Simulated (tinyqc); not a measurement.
The three schemes as the step is halved: finite-difference solution of the diffusion equation on a small grid. Computed by tinyqc, a small Python program. Command: `OMP_NUM_THREADS=1 python tinyqc.py 3027136 3027137 out.jsonl fdiff walk`. One thread of a shared host (Intel(R) Xeon(R) Processor @ 2.30GHz), about 0.01 s of CPU time with the checks.

dC/dt = D d2C/dx2 on nodes x_j = j dx, j = 0..9; the far end is sealed.

Inputs (values chosen for the exercise):

| quantity | value | unit |
|---|---|---|
| diffusivity D | 2 | nm^2/s |
| grid spacing dx | 20 | nm |
| time step dt | 360 | s |
| final time t_f | 3600 | s |

Boundary at x = 0: sealed surface. Scheme: implicit.

start values C_j, j = 0, 1, ... (% of a reference): 27.8  72.4  100  63.5  12.4  11.4  0  0  0  0

Method:
- The operator M acts as (M C)_j = C_(j-1) - 2 C_j + C_(j+1); at the sealed far end a mirror node gives 2 C_(N-2) - 2 C_(N-1); at j = 0, a mirror node gives 2 C_1 - 2 C_0.
- r = D dt/dx^2.
- The mode of M with eigenvalue mu has its amplitude multiplied per step by g = (1 + (1 - theta) r mu)/(1 - theta r mu), with theta = 0 explicit, 1 implicit, 1/2 Crank-Nicolson; the explicit scheme is stable for r up to 2/|mu_min|.
- With r = D dt/dx^2: (1 - theta r M) C(new) = (1 + (1 - theta) r M) C(old); theta = 0 explicit, 1 implicit, 1/2 Crank-Nicolson.
- Each run reaches t_f in n equal steps; errors are the largest difference from exp(M D t_f/dx^2) C(0). A dash marks unstable explicit runs.

largest stable r of the explicit scheme = 0.5

Largest error at t_f (%):

| steps n | r | explicit | implicit | Crank-Nicolson |
|---|---|---|---|---|
| 4 | 4.5000 | - | 2.7003 | 7.7127e+00 |
| 8 | 2.2500 | - | 1.3927 | 1.9033e-01 |
| 16 | 1.1250 | - | 0.7055 | 1.6392e-02 |
| 32 | 0.5625 | - | 0.3550 | 4.0977e-03 |
| 64 | 0.2812 | 0.17923 | 0.1781 | 1.0244e-03 |
| 128 | 0.1406 | 0.08947 | 0.0892 | 2.5610e-04 |
| 256 | 0.0703 | 0.04470 | 0.0446 | 6.4025e-05 |

From the last two rows, halving the step divides the error by 2.00 (explicit), 2.00 (implicit), 4.00 (Crank-Nicolson): a factor 2 marks first order in dt and 4 second order. The explicit scheme needs n of at least 36 to be stable; the other two are stable at any step.

Extremes, crossings and ranges named in words are read from the listed rows.
